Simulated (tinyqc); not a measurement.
Fitting sp3s* parameters to three gaps by Newton steps: sweeps and comparisons. A value that a table varies takes the place of the one given here.

sp3s* tight binding, nearest neighbours only: anion (a) at 0, cation (c) at a/4 (1,1,1), orbitals s, px, py, pz, s* on each; k in units of 2 pi/a. With phases e_j = exp(i (pi/2) k.n_j) for n = (1,1,1), (1,-1,-1), (-1,1,-1), (-1,-1,1): g0 = (e1+e2+e3+e4)/4, g1 = (e1+e2-e3-e4)/4, g2 = (e1-e2+e3-e4)/4, g3 = (e1-e2-e3+e4)/4. The diagonal holds the levels Esa, Epa, Exa (s*) and Esc, Epc, Exc. Anion-cation block: <sa|sc> = Vss g0; <sa|xc> = Vsapc g1; <xa|sc> = -Vscpa g1; <xa|xc> = Vxx g0; <xa|yc> = <ya|xc> = Vxy g3, <xa|zc> = <za|xc> = Vxy g2, <ya|zc> = <za|yc> = Vxy g1; <s*a|xc> = Vxapc g1; <xa|s*c> = -Vpaxc g1; y and z take g2 and g3 in place of g1; s-s* and s*-s* vanish.

Gaps are level 5 at Gamma, X = (1,0,0) and L = (1/2,1/2,1/2) less level 4 at Gamma; no spin-orbit coupling. Free parameters: Vss, Vsapc and Vpaxc. H is linear in them, so by Hellmann-Feynman J_ij = <u|dH/dp_j|u> for level 5 at point i less the same for level 4 at Gamma. Newton: p(new) = p + J^-1 (target - gaps); stop when all misses are below 1e-7 eV.

Constants: hbar^2/2m0 = 3.80998211 eV angstrom^2.

Inputs chosen for the exercise (out of a larger set: near a published set for GaAs, fitted to gaps, whose masses and valley positions are rough; not measured data):
- p = (-8.364, 1.043, -2.67, 3.7, 8.562, 6.723, -6.475, 1.978, 5.085, 4.437, 5.754, 4.887, 4.767) eV (start, order Esa, Epa, Esc, Epc, Exa, Exc, Vss, Vxx, Vxy, Vsapc, Vscpa, Vxapc, Vpaxc)
- tg = (1.3557, 2.0484, 1.679) eV (target gaps at Gamma, X, L)
- a = 5.651 angstrom (lattice constant)

## Equal gaps, different models

The same three targets are met with other triples of free parameters (those for which Newton converges within 3 eV of the start). Not fitted: level 5 at K = (3/4,3/4,0) above Ev, the spacing of levels 6 and 5 at X, the depth of level 2 at X below Ev, the valence width at Gamma, and the mass c q^2/(E(q) - E(0)) of level 5 along [100], q = 0.002 (2 pi/a), c = hbar^2/2m0.

Unfitted results:
```
free parameters    largest change (eV)  K (eV)  X spacing (eV)  level 2 at X (eV)  valence width (eV)  mass (m0)
start                            0.000   1.951           0.399              7.453              12.579     0.1225
Vss, Vxapc, Vpaxc                0.346   2.017           0.558              7.366              12.367     0.1023
Esc, Vxapc, Vpaxc                0.862   2.027           0.793              7.431              12.671     0.1039
Vss, Vsapc, Vpaxc                0.232   2.010           0.446              7.410              12.367     0.1010
Esa, Vxapc, Vscpa                0.735   2.012           0.477              7.655              13.102     0.0954
Vss, Exa, Exc                    0.844   2.018           0.611              7.418              12.367     0.1023
Esc, Vsapc, Exc                  1.759   2.024           0.755              7.561              12.671     0.1025
```

How do the results move?

All fitted rows have the same three gaps, yet they spread by 17 meV at K, 348 meV in the X spacing, 289 meV in level 2 at X, 735 meV in the valence width and 8.3 % in the mass. The smallest change of parameters, 0.232 eV, is that of Vss, Vsapc, Vpaxc. A fit fixes what it was given and leaves the rest to the choice of free parameters.

## How errors in the targets pass to the parameters

J:
```
            Vss    Vsapc     Vpaxc
Gamma  -0.91542  0.00000   0.00000
X       0.00000  0.49464   0.00000
L      -0.24178  0.31716  -0.12389
```

The gaps at Gamma, X and L of an sp3s* model are fitted with Vss, Vsapc and Vpaxc; J holds the derivatives of the gaps by these parameters at the start. The change of each parameter for +10 meV on one target is 10 J^-1, in meV.

Shifts (meV):
```
target raised    Vss  Vsapc  Vpaxc
Gamma          -10.9    0.0   21.3
X                0.0   20.2   51.8
L                0.0    0.0  -80.7
```

root sum of squares (meV): Vss 10.9, Vsapc 20.2, Vpaxc 98.2

How do the results move?

Independent errors of 10 meV leave Vpaxc least certain (98 meV) and Vss best fixed (10.9 meV). The largest single entry, 81 meV, comes from the target at L.

Run: tinyqc, `OMP_NUM_THREADS=1 python tinyqc.py 1481698 1481699 out.jsonl`; Intel(R) Xeon(R) Processor @ 2.30GHz, one thread, shared host; about 0.2 s of CPU time with all checks.
